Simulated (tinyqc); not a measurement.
Inside a calculation. Method: bound state in one dimension: Numerov shooting, finite differences, DVR. Computed by tinyqc, a small Python program that keeps every step. Settings: points = 64. Command: `OMP_NUM_THREADS=1 python tinyqc.py 30763 30764 out.jsonl` (the two numbers bound the seeds that draw the settings). One thread of a shared host (Intel(R) Xeon(R) Processor @ 2.60GHz), about 0.01 s of CPU time with the checks.

## Numerov steps at E = 0.1

One particle of mass 1 in V = 11.17 (1 - exp(-0.44 x))^2 (atomic units), psi = 0 at both ends:
```
parameter                 value
left end              -1.600000
right end                     7
intervals                    64
h                      0.134375
state sought (nodes)          2
```

k_i = 2 m (E - V_i); (1 + h^2 k_(i+1)/12) y_(i+1) = 2 (1 - 5 h^2 k_i/12) y_i - (1 + h^2 k_(i-1)/12) y_(i-1), from y_0 = 0, y_1 = 0.001.

Points along the way:
```
i           x          V           k         y
0   -1.600000  11.662865  -23.125730  0.000000
1   -1.465625   9.163654  -18.127309  0.001000
2   -1.331250   7.083498  -13.966996  0.002322
3   -1.196875   5.367603  -10.535206  0.004225
4   -1.062500   3.967752   -7.735504  0.006928
5   -0.928125   2.841540   -5.483079  0.010592
21   1.221875   1.931791   -3.663582  0.174439
22   1.356250   2.255916   -4.311831  0.215087
23   1.490625   2.584434   -4.968868  0.272692
24   1.625000   2.914529   -5.629058  0.355088
25   1.759375   3.243830   -6.287661  0.474084
26   1.893750   3.570359   -6.940718  0.647707
```

## Bisection on the node count

With more sign changes than the state has nodes (the last point included) the energy is too high, else too low; the bracket starts as 0.1 to 10.

Trials:
```
trial           E  sign changes  y at the right end   next
1      5.05000000             3           -2.47e+02  lower
2      2.57500000             1           -8.71e+04  raise
3      3.81250000             2            6.80e+03  raise
4      4.43125000             2            5.24e+02  raise
5      4.74062500             3           -1.64e+02  lower
6      4.58593750             2            6.48e+01  raise
7      4.66328125             3           -7.24e+01  lower
8      4.62460938             3           -1.02e+01  lower
9      4.60527344             2            2.56e+01  raise
10     4.61494141             2            7.28e+00  raise
11     4.61977539             3           -1.58e+00  lower
12     4.61735840             2            2.82e+00  raise
13     4.61856689             2            6.16e-01  raise
14     4.61917114             3           -4.82e-01  lower
...           ...           ...                 ...    ...
28     4.61890564             2            2.56e-05  raise
29     4.61890566             3           -7.88e-06  lower
30     4.61890565             2            8.89e-06  raise
```

eigenvalue = 4.61890565 hartree

## The same grid by other methods

Three-point finite differences and the sine-DVR kinetic matrix of Colbert and Miller on the same points.

Lowest levels (hartree):
```
state  finite differences       DVR
0                1.015296  1.017518
1                2.901678  2.911217
2                4.598112  4.619077
3                6.105099  6.138440
4                7.419663  7.463495
```
